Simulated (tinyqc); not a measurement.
Inside a calculation. Method: RKS/BP86 in the 3-21g basis, for H3-, spin multiplicity 1. The basis has no diffuse functions, so it cannot describe the extra electron: this is an exercise in the method, not the real anion. One step of it, computed by the program tinyqc.

Question. Iteration 2: diagonalisation and new density. Diagonalise F' = X^T F X, C = X C', fill 2 alpha and 2 beta electrons from the bottom; D = 2 C_occ C_occ^T. Each column has its largest component positive (the first on a tie).

Kohn-Sham matrix F (hartree), lower triangle:
```
           1H 1s      1H 2s      2H 1s      2H 2s      3H 1s     3H 2s
1H 1s   0.302167
1H 2s  -0.210081  -0.018861
2H 1s  -0.234287  -0.209481   0.302167
2H 2s  -0.209481  -0.091056  -0.210081  -0.018861
3H 1s  -0.221545  -0.162495  -0.221545  -0.162495   0.473735
3H 2s  -0.203674  -0.066361  -0.203674  -0.066361  -0.117765  0.052764
```

X:
```
               1          2          3          4          5         6
1H 1s   0.390586  -0.676468   0.685156  -0.417607   0.723209  0.177578
1H 2s  -0.997135   1.726414  -0.490523  -0.163676   0.283378  0.247992
2H 1s   0.390586   0.676468   0.685156  -0.417607  -0.723209  0.177578
2H 2s  -0.997135  -1.726414  -0.490523  -0.163676  -0.283378  0.247992
3H 1s  -0.781087   0.000000   0.684935   0.835385   0.000000  0.177604
3H 2s   1.994142   0.000000  -0.490671   0.327117   0.000000  0.248011
```

Give: F' = X^T F X; orbital energies; coefficients C; D after iteration 2.

Answer.

F' = X^T F X (hartree), lower triangle:
```
         1        2        3       4       5        6
1   0.9788
2   0.0000   0.9241
3  -0.0458   0.0000   0.9015
4  -0.4807   0.0000   0.0288  0.6985
5   0.0000  -0.4555   0.0000  0.0000  0.5723
6   0.0073   0.0000  -0.1209  0.0759  0.0000  -0.1841
```

orbital energies (hartree): MO1 -0.2063, MO2 0.2599, MO3 0.3452, MO4 0.9094, MO5 1.2365, MO6 1.3464

coefficients C:
```
          MO1      MO2      MO3      MO4      MO5      MO6
1H 1s  0.2777   0.2139  -0.0524   0.7215  -0.9669   0.4769
1H 2s  0.2564   1.2101  -0.7166  -0.5765   1.2635  -0.6416
2H 1s  0.2777  -0.2139  -0.0524   0.7215   0.9669   0.4769
2H 2s  0.2564  -1.2101  -0.7166  -0.5765  -1.2635  -0.6416
3H 1s  0.1935   0.0000   0.2341   0.5240   0.0000  -1.2008
3H 2s  0.0615   0.0000   1.4687  -0.3844   0.0000   1.4412
```

D after iteration 2, lower triangle:
```
         1H 1s    1H 2s   2H 1s   2H 2s   3H 1s   3H 2s
1H 1s   0.2457
1H 2s   0.6600   3.0602
2H 1s   0.0628  -0.3751  0.2457
2H 2s  -0.3751  -2.7972  0.6600  3.0602
3H 1s   0.1075   0.0992  0.1075  0.0992  0.0749
3H 2s   0.0341   0.0315  0.0341  0.0315  0.0238  0.0076
```
